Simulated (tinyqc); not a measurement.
Electron continuity equation in a given potential, Scharfetter-Gummel discretisation: three discretisations compared.

Steady state in one dimension: J = q mu n E + q D dn/dx with E = -dpsi/dx and D = mu Vt, dJ/dx = q (n/tau - G), fixed densities nL and nR at the ends. The potential is given, psi = U (x/L)^2, and is not changed by the electrons.

8 equal intervals. Fluxes J_i = (q D/h)(n_(i+1) P_i - n_i Q_i), d_i = (psi_(i+1) - psi_i)/Vt: Scharfetter-Gummel P = B(d), Q = B(-d), B(d) = d/(exp(d) - 1); central P = 1 - d/2, Q = 1 + d/2; upwind P = 1 + max(-d, 0), Q = 1 + max(d, 0). Balance at each inner node: J_i - J_(i-1) = q h (n_i/tau - G). The reference is Scharfetter-Gummel on 1600 intervals.

Parameters, values chosen for the exercise; mobility that of a made-up semiconductor: temperature T = 250 K; electron mobility mu = 1130 cm^2/(V s); length of the region L = 8.4 um; density at x = 0 nL = 1.1e15 cm^-3; density at x = L nR = 2.4e14 cm^-3; lifetime tau = 4.9e-9 s; uniform generation rate G = 0 cm^-3 s^-1; potential difference psi(L) - psi(0) U = 0.2 V.

Constants: q = 1.602176634e-19 C, kB = 1.380649e-23 J/K, Vt = kB T/q. Results are converted to the units shown.

Densities (cm^-3):
```
node,Scharfetter-Gummel,central,upwind,reference
0,1.100e15,1.100e15,1.100e15,1.100e15
1,6.920e14,6.943e14,6.859e14,6.902e14
2,4.745e14,4.775e14,4.741e14,4.722e14
3,3.471e14,3.500e14,3.514e14,3.446e14
4,2.666e14,2.692e14,2.743e14,2.642e14
5,2.129e14,2.148e14,2.238e14,2.106e14
6,1.763e14,1.762e14,1.929e14,1.741e14
7,1.590e14,1.436e14,1.867e14,1.572e14
8,2.400e14,2.400e14,2.400e14,2.400e14
```

Largest errors as a share of the largest reference density listed: Scharfetter-Gummel 0.22 %, central 1.2 %, upwind 2.7 %. The largest |d| is 2.18. Upwinding stays positive but acts as if D were larger by the factor 1 + |d|/2, up to 2.09 here.

Numbers from tinyqc (`OMP_NUM_THREADS=1 python tinyqc.py 2220128 2220129 out.jsonl`; about 0.01 s on one thread of a shared Intel Xeon 2.30GHz).
